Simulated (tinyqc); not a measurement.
# Changing the D(AB)

Model: collinear exchange A + BC -> AB + C on a London-Eyring-Polanyi-Sato surface: saddle, string of images and rate. Computed by tinyqc, a small Python program. Command: `OMP_NUM_THREADS=1 python tinyqc.py 3113172 3113173 out.jsonl leps sweep`. One thread of a shared host (Intel(R) Xeon(R) Processor @ 2.30GHz), about 0.3 s of CPU time with the checks.

x = r(AB), y = r(BC), r(AC) = x + y. V is counted from separated atoms, the barrier from A + BC, that is V + D(BC).

Inputs (values chosen for the exercise, bond data loosely for abstraction of hydrogen from a Ge-H bond by a hydrogen atom; the barrier is not fitted):

| quantity | value | unit |
|---|---|---|
| r0(AB) | 0.742 | angstrom |
| beta(AB) | 1.94 | 1/angstrom |
| D(BC) | 3.75 | eV |
| r0(BC) | 1.53 | angstrom |
| beta(BC) | 1.45 | 1/angstrom |
| D(AC) | 3.71 | eV |
| r0(AC) | 1.53 | angstrom |
| beta(AC) | 1.45 | 1/angstrom |
| Sato parameter S | 0.18 | - |
| mass of A | 1.008 | u |
| mass of B | 1.008 | u |
| mass of C | 72.6 | u |
| step of the string | 0.015 | angstrom^2/eV |

Constants: nu for 1 eV/(angstrom^2 u) = 15.6333042 THz.

Method:
- For each pair, with u = exp(-beta (r - r0)): Q = D [(3 + S) u^2 - (2 + 6 S) u]/(4 (1 + S)), J = D [(1 + 3 S) u^2 - (6 + 2 S) u]/(4 (1 + S)); V = Q1 + Q2 + Q3 - sqrt(((J1 - J2)^2 + (J2 - J3)^2 + (J3 - J1)^2)/2).
- String of 9 images between the fixed ends (r0(AB) + 2, r0(BC)) and (r0(AB), r0(BC) + 2), started on the two straight legs through (r0(AB) + 0.3, r0(BC) + 0.3): each iteration moves the inner images by -step x gradient (central differences) and spaces them evenly again along the broken line (coordinates are kept between 0.2 and 8 angstrom); stop when no coordinate changes by more than 1e-5 angstrom, at most 400 iterations.
- From the highest inner image, z -> z - H^-1 g with gradient g and Hessian H by central differences, steps capped at 0.15 angstrom, 12 steps.
- Wilson matrix G = [[1/m_A + 1/m_B, -1/m_B], [-1/m_B, 1/m_B + 1/m_C]]; eigenvalues lambda of G H give nu = 15.6333042 THz x sqrt(|lambda|), the negative one being imaginary. Reactant: nu_BC from k = 2 D beta^2 and 1/m_B + 1/m_C. Skew angle: cos = sqrt(m_A m_C/((m_A + m_B)(m_B + m_C))).

One run for each value:

| D(AB) (eV) | barrier (eV) | imaginary frequency (THz) | real frequency at the saddle (THz) |
|---|---|---|---|
| 3.15 | 0.7352 | 22.21 | 54.31 |
| 3.40 | 0.5655 | 35.19 | 39.98 |
| 3.65 | 0.4256 | 47.01 | 32.43 |
| 3.90 | 0.3161 | 51.28 | 30.18 |
| 4.15 | 0.2337 | 48.81 | 30.52 |
| 4.40 | 0.1733 | 42.39 | 32.54 |
| 4.65 | 0.1296 | 34.62 | 35.94 |

Over the rows, barrier (eV) falls from 0.735 to 0.130 (exponent d ln y / d ln x -3.4 between the first rows and -5.3 between the last); imaginary frequency (THz) goes from 22.2 through a maximum among these rows, 51.3 at 3.90, to 34.6; real frequency at the saddle (THz) goes from 54.3 through a minimum among these rows, 30.2 at 3.90, to 35.9. The barrier changes by -0.68 eV per eV of D(AB) between the first rows and -0.17 between the last; an Evans-Polanyi line would have one slope.

Extremes, crossings and ranges named in words are read from the listed rows.
